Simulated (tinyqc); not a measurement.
# Junction parameters from two forward currents

Question. D(v) = J1 (exp(v/Vt) - 1) + J2 (exp(v/(2 Vt)) - 1). Find J1, J2 and the voltage 2 Vt ln(J2/J1) near which both parts are equal.

Values chosen for this exercise: temperature T = 358 K.

Constants: q = 1.602176634e-19 C, kB = 1.380649e-23 J/K, Vt = kB T/q. Results are converted to the units shown.

junction voltages (V): 0.34  0.69
currents (uA/um): 3.2410691e-6  0.045774978

Answer. The current is linear in J1 and J2, so two points give two equations.

J1 = 8.70e-12 uA/um
J2 = 1.10e-8 uA/um
crossover = 0.441 V

Computed by the program tinyqc: `OMP_NUM_THREADS=1 python tinyqc.py 2182056 2182057 out.jsonl`, one thread of a shared Intel Xeon 2.30GHz, about 0.2 s for the whole run.
